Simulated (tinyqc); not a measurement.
Inside a calculation. Model: resonant-tunnelling diode, transfer matrices and Tsu-Esaki current.

Program tinyqc, `OMP_NUM_THREADS=1 python tinyqc.py 2600105 2600106 out.jsonl`; Intel Xeon 2.30GHz, shared host, one thread, about 0.2 s. Printed values are rounded.

Emitter (band edge 0), barrier d1, well Lw, barrier d2, spacer ds, collector (edge -V). The bias drops linearly over these layers and none in the contacts; each layer is cut into ns equal slices, flat at the value of their centres. E is the energy of motion across the layers, C = hbar^2/(2 m0), psi and psi'/m are continuous. Transport is coherent, T(E) is taken as independent of the transverse momentum, and charge in the well is ignored.

Inputs (values chosen for the exercise); masses and offsets of a made-up heterostructure: temperature T = 150 K; mass in the well, spacer and contacts mw = 0.055 m0; barrier height U1 = 0.25 eV; barrier mass m1 = 0.093 m0; emitter barrier d1 = 3.5 nm; well width Lw = 7.8 nm; collector barrier d2 = 3.5 nm; slices in each layer ns = 1; undoped spacer after the collector barrier ds = 2.3 nm; Fermi energy of both contacts above their band edges Ef = 0.032 eV; bias of the collector V = 0.045 V; trial energy E = 0.02604 eV.

Constants: q = 1.602176634e-19 C, kB = 1.380649e-23 J/K, hbar = 1.054571817e-34 J s, m0 = 9.1093837015e-31 kg, Vt = kB T/q, hbar^2/(2 m0) = 0.0380998212 eV nm^2. Results are converted to the units shown.

## Slices under bias

U = edge of the layer - V x/Lt at the centre x of each slice, Lt the summed thickness.

```
slice	U (eV)	m (m0)	width (nm)
0	0.245395	0.093	3.5
1	-0.019474	0.055	7.8
2	0.215658	0.093	3.5
3	-0.041974	0.055	2.3
```

## Running product of the slice matrices at the trial energy

For the pair (psi, psi'/m) a flat layer has M = [[cos kd, (m/k) sin kd], [-(k/m) sin kd, cos kd]] with k = sqrt(m (E - U)/C) above its edge U, and M = [[cosh Kd, (m/K) sinh Kd], [(K/m) sinh Kd, cosh Kd]] with K = sqrt(m (U - E)/C) below it. Later slices stand to the left. With M acting on (psi, psi'/m) and v = k/m in each lead, T(E) = 4 vL vR/[(vL vR M12 - M21)^2 + (vR M11 + vL M22)^2]. vL = sqrt(mw E/C)/mw, vR = sqrt(mw (E + V)/C)/mw.

Product after each layer:
```
	M11	M12 (nm)	M21 (1/nm)	M22
barrier d1	6.51345	0.818014	50.6410	6.51345
well	7.17691	0.931302	-48.6541	-6.17419
barrier d2	3.48400	0.554234	16.1355	2.85387
spacer	4.48670	0.746991	-0.974710	0.0606015
```

T(E) = 0.0855599

## Transmission at three energies near the peak

three energies (eV): 0.026717  0.026997  0.027277

The same product at each energy.

T(E) at these energies: 0.430459  0.862784  0.683600

## Breit-Wigner parameters from a parabola through 1/T(E)

Near a resonance 1/T(E) = (1/Tp) [1 + (2 (E - Er)/G)^2]. With y = 1/T(E) at E0 - h, E0, E0 + h: a = (y1 + y3 - 2 y2)/(2 h^2), b = (y3 - y1)/(2 h), Er = E0 - b/(2 a), 1/Tp = y2 - b^2/(4 a), G = 2 sqrt(1/(Tp a)), tau = hbar/G.

Er = 0.0270790 eV
Tp = 0.912393
G = 0.684335 meV
tau = 961.827 fs

The true maximum of T(E) lies at 0.027077 eV with height 0.9096 and full width 0.6907 meV; the fitted G is 0.93 % below that width.

## Current from the resonance alone

J = J0 times the integral over E > 0 of T(E) N(E), N = ln[(1 + exp((Ef - E)/Vt))/(1 + exp((Ef - V - E)/Vt))], J0 = q^2 mw m0 kB T/(2 pi^2 hbar^3) (times 1e-4 for A/cm^2 per eV). For a sharp resonance J = J0 (pi G/2) Tp N(Er), with Er the peak energy, Tp the peak transmission and G the full width at half maximum (in eV). The three values given are estimates from a parabola through three points of 1/T(E).

J0 = 1.15051e7 A/(cm^2 eV)
N(Er) = 0.857471
J = 9.67562 kA/cm^2

The full integral over T(E) gives 9.638 kA/cm^2; the value above is 0.39 % above it. With the exact position, height and width of the peak (Er = 0.027077 eV, Tp = 0.9096, G = 0.6907 meV) the formula is 1.0 % above it.
